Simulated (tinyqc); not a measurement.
Coupled-perturbed Hartree-Fock on RHF in the 6-311g basis, for H-, spin multiplicity 1, step by step. The basis has no diffuse functions, so it cannot describe the extra electron: this is an exercise in the method, not the real anion. The polarisability along this axis is zero because the basis has no function that the field can mix in; the real value is not. One step of it, computed by the program tinyqc.

Question. Iteration 6 (converged): orbitals. Diagonalise F' = X^T F X, C = X C', fill 1 alpha and 1 beta electrons from the bottom; D = 2 C_occ C_occ^T. Each column has its largest component positive (the first on a tie).

converged F (hartree):
```
           1H 1s      1H 2s      1H 3s
1H 1s   1.153994  -0.021484  -0.261960
1H 2s  -0.021484   0.169888  -0.038268
1H 3s  -0.261960  -0.038268   0.063977
```

X:
```
           1H 1s      1H 2s      1H 3s
1H 1s   1.366024  -0.728467   0.179565
1H 2s  -0.728467   2.045624  -0.905584
1H 3s   0.179565  -0.905584   1.539843
```

Give: F' = X^T F X; orbital energies; coefficients C; D after iteration 6.

Answer.

F' = X^T F X (hartree):
```
        1       2       3
1   2.170  -1.164  -0.068
2  -1.164   1.236  -0.392
3  -0.068  -0.392   0.297
```

orbital energies (hartree): MO1 -0.004, MO2 0.739, MO3 2.968

coefficients C:
```
         MO1     MO2     MO3
1H 1s  0.175   0.085  -1.546
1H 2s  0.175   1.488   1.814
1H 3s  0.765  -1.437  -0.757
```

D after iteration 6:
```
       1H 1s  1H 2s  1H 3s
1H 1s  0.061  0.061  0.268
1H 2s  0.061  0.061  0.267
1H 3s  0.268  0.267  1.170
```
